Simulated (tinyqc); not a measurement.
Inside a calculation. Model: a six-terminal Hall bar with edge channels and a constriction, Landauer-Buettiker equations.

tinyqc, about 0.01 s, one thread, Intel Xeon 2.30GHz (shared host): `OMP_NUM_THREADS=1 python tinyqc.py 2700017 2700018 out.jsonl` Printed values are rounded.

Contacts 1 (source) and 4 (drain) end the bar; 2 and 3 lie on the upper edge, 6 and 5 on the lower edge, with a constriction between 2 and 3 (and between 6 and 5). Carriers run 1 to 2 to 3 to 4 to 5 to 6 to 1 in M channels. The constriction passes Tc from 2 to 3 and from 5 to 6, and turns M - Tc from 2 to 6 and from 5 to 3. Signs are those of positive carriers; V4 = 0.

Inputs (values chosen for the exercise): edge channels, spin counted singly M = 3; summed transmission of the constriction Tc = 2; current from contact 1 to contact 4 I = 100 nA.

Constants: q = 1.602176634e-19 C, h = 6.62607015e-34 J s. Results are converted to the units shown.

## Transmission matrix

T_ij is the transmission from contact j to contact i.

T_ij:
```
   1  2  3  4  5  6
1  0  0  0  0  0  3
2  3  0  0  0  0  0
3  0  2  0  0  1  0
4  0  0  3  0  0  0
5  0  0  0  3  0  0
6  0  1  0  0  2  0
```

## Voltages

I_i = (q^2/h) [M V_i - sum_j T_ij V_j], with I_1 = I, V_4 = 0 and no current at 2, 3, 5, 6.

V, contact 1 to 6 (uV): 1290.64  1290.64  860.43  0.00  0.00  430.21

## Resistances

R(a,b) = (V_a - V_b)/I.

resistances (kohm): R(1,4) 12.9064, R(2,3) 4.3021, R(2,6) 8.6043, R(2,5) 12.9064, R(3,6) 4.3021

In units of h/q^2: R(1,4) = R(2,5) = 1/Tc, R(2,3) = 1/Tc - 1/M, R(2,6) = 1/M, R(3,6) = 2/M - 1/Tc.
